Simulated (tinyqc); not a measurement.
Worked calculation: RHF in the sto-6g basis, for BeH2, spin multiplicity 1. This run ends on a higher stationary point, not on the lowest solution. One step of it, computed by the program tinyqc.

Problem. Iteration 2: DIIS coefficients. Solve [B -1; -1 0][c; lambda] = [0; -1] for the coefficients, which sum to one.

B (overlaps of the stored error matrices):
```
               1              2
1  9.3687523e-02  1.6153444e-01
2  1.6153444e-01  6.9821661e-01
```

Give: DIIS coefficients.

Solution.

DIIS coefficients: 1.1447  -0.1447
